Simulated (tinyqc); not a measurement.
# Inputs raised by 10 %, one at a time

Model: effective-mass impurity with a central-cell term, in a basis of Slater functions. Computed by tinyqc, a small Python program. Command: `OMP_NUM_THREADS=1 python tinyqc.py 3025563 3025564 out.jsonl centralcell sens`. One thread of a shared host (Intel(R) Xeon(R) Processor @ 2.30GHz), about 0.01 s of CPU time with the checks.

The envelope obeys H = -nabla^2 - (2/r) [Z + A exp(-kappa r)] in effective units, with kappa = a*/lambda; positive A deepens the well near the core.

Inputs (values chosen for the exercise, with screening close to that of ZnO):
```
quantity                   value      unit
effective mass m           0.456       m_0
dielectric constant eps     7.99         -
charge Z of the core           1         -
central-cell strength A     -1.3         -
central-cell range lambda    1.2  angstrom
```

Impurity: acceptor, one isotropic band.

Constants: Ry = 13.605693123 eV; a_0 = 0.529177210903 angstrom.

Method:
- Units: Ry* = Ry m/eps^2 and a* = a_0 eps/m, with m in m_0.
- kappa = a*/lambda; the hydrogenic ground state is bound by Z^2 Ry*.
- For s functions exp(-zeta r), with s = zeta_i + zeta_j: S = 2/s^3, T = zeta_i zeta_j S, V = -2 Z/s^2, W = -2 A/(s + kappa)^2; each function is normalised by dividing by sqrt(S_ii S_jj).
- Large basis: zeta_i = 0.06 x 1.6^(i-1), i = 1..22, same formulas; for p functions r exp(-zeta r): S = 24/s^5, T = zeta_i zeta_j S (centrifugal term included), V = -12 Z/s^4, W = -12 A/(s + kappa)^4; overlap eigenvalues below 1e-11 are dropped.
- Binding energies are -E Ry*; the effective quantum number is nu = Z/sqrt(-E); |psi(0)|^2 is given relative to the hydrogenic Z^3/(pi a*^3).

Runs:
```
input moved                            from      to  2s binding energy (meV)  2p binding energy (meV)  relative |psi(0)|^2  a* (angstrom)
base run                                  -       -                    23.22                    24.28               0.4505           9.27
effective mass m (m_0)                0.456  0.5016                    25.37                    26.71               0.4186           8.43
dielectric constant eps                7.99   8.789                    19.30                    20.07               0.4824          10.20
central-cell strength A                -1.3   -1.43                    23.13                    24.28               0.4182           9.27
central-cell range lambda (angstrom)    1.2    1.32                    23.06                    24.28               0.4186           9.27
```

Exponents ln(y'/y) / ln(x'/x):
```
input                      2s binding energy  2p binding energy  relative |psi(0)|^2  a*
effective mass m                       0.931              0.998               -0.770  -1
dielectric constant eps               -1.938             -1.999                0.717   1
central-cell strength A               -0.039              0.000               -0.780   0
central-cell range lambda             -0.069             -0.002               -0.770   0
```

Among the inputs moved here: 2s binding energy answers most in size to dielectric constant eps (exponent -1.938), next to effective mass m (+0.931). 2p binding energy answers most in size to dielectric constant eps (exponent -1.999), next to effective mass m (+0.998); its exponent is below 0.0005 for central-cell strength A. Its exponent +0.998 in effective mass m: a hydrogenic level scales as m/eps^2. Its exponent -1.999 in dielectric constant eps: a hydrogenic level scales as m/eps^2. Relative |psi(0)|^2 answers most in size to central-cell strength A (exponent -0.780), and about equally to effective mass m (-0.770), central-cell range lambda (-0.770). a* answers most in size to effective mass m (exponent -1.000), and about equally to dielectric constant eps (+1.000); its exponent is below 0.0005 for central-cell strength A, central-cell range lambda. Its exponent -1.000 in effective mass m: a* = a_0 eps/m. Its exponent +1.000 in dielectric constant eps: a* = a_0 eps/m.
